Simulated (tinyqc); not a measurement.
The choice of windows: ionisation potential and affinity of a slab from the planar-averaged potential.

A model of the planar-averaged electrostatic energy of an electron in a periodic cell of N1 periods of A (L1 = N1 n1 h) and N2 periods of vacuum (L2 = N2 n2 h), on z_j = j h: V(z) = f VA + (1 - f) VB + F t(z), VA = V1[0] + V1[1] cos(2 pi z/(n1 h)) + V1[2] cos(4 pi z/(n1 h)), VB the same with V2, n2 and z - L1. f = [tanh(z/w) - tanh((z - L1)/w) + tanh((z - L1 - L2)/w)]/2 + 1/2; t(z) = z - L1/2 in A and (L1/L2)(L1 + L2/2 - z) beyond, so that the cell is periodic.

Running mean over n points, periodic: for odd n the plain mean of the n points centred on j; for even n the n + 1 points with half weight at both ends. The macroscopic average applies the mean over n1 points and then over n2 points.

Inputs chosen for the exercise (gap near that of Si; not measured data):
- h = 0.35 angstrom (grid step)
- n1 = 5 (grid points per period of A)
- n2 = 6 (grid points per period of the vacuum filter)
- N1 = 5 (periods of A)
- N2 = 5 (periods of vacuum)
- V1 = (-8.48, 4.83, 0.73) eV (mean and two harmonics of the potential in A)
- V2 = (0, 0, 0) eV (the same in vacuum)
- w = 0.4 angstrom (width of the interfaces)
- F = 0 eV/angstrom (slope in A from opposite charges on the two interfaces)

dV read at j = 12 and 40 after means over the numbers of points listed; ripple is the spread over the five points around each.

Results:
```
windows  dV (eV)  ripple in A (meV)  ripple in vacuum (meV)
none      12.162               9242                       0
5 only     8.480                  0                       0
6 only     7.942               1152                       0
6, 7       8.601                275                       0
5, 6       8.480                  0                       0
```

Which rows can be used, and how does a wrong window show?

The last row matches both periods and lies 0 meV from the value of a thick cell, V2[0] - V1[0] = 8.480 eV. Against it the raw potential errs by +3.68 eV. Within 20 meV of it lie: 5 only. A window one point too long leaves a ripple of 1152 meV in A, against 0 meV in the last row: the ripple is the sign to look for. Rows to use, with under 30 meV of ripple in both regions once the tilt is taken off: 5 only and 5, 6. A row with a large ripple can hit the right value only by chance.

Computed by tinyqc, a small Python program: `OMP_NUM_THREADS=1 python tinyqc.py 1850070 1850071 out.jsonl` (the numbers bound the seed that draws the inputs); one thread of a shared host (Intel(R) Xeon(R) Processor @ 2.30GHz), about 0.01 s for the whole set of steps.
